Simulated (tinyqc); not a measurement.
Sublattice potential against complex hopping: Haldane model. Computed by the program tinyqc. 

Honeycomb lattice:
```
parameter     value
t1 (eV)    1.210000
t2 (eV)    0.140000
phi (rad)  1.190000
```

H_AA = delta - 2 t2 sum cos(k.b + phi), H_BB = -delta - 2 t2 sum cos(k.b - phi), H_AB = -t1 (1 + exp(-i k.a1) + exp(-i k.a2)), b = a1, a2 - a1, -a2, m = 3 sqrt3 t2 sin(phi); the sign of the Chern number follows the orientation k1 then k2.

Gaps at the two valleys (eV) and Chern number of the lower band (12 x 12 mesh):
```
delta    gap 2|delta - m|  gap 2|delta + m|  Chern number
-1.2160            3.7827            1.0813             0
-0.8780            3.1067            0.4053             0
-0.4050            2.1607            0.5407            -1
0.0000             1.3507            1.3507            -1
0.2700             0.8107            1.8907            -1
0.5060             0.3387            2.3627            -1
0.8440             0.3373            3.0387             0
1.3510             1.3513            4.0527             0
```

Here |m| = 0.6754 eV. For |delta| < |m| the two valleys have masses of opposite sign and the Chern number is +/-1; one gap closes at |delta| = |m|, and beyond it the band is trivial.
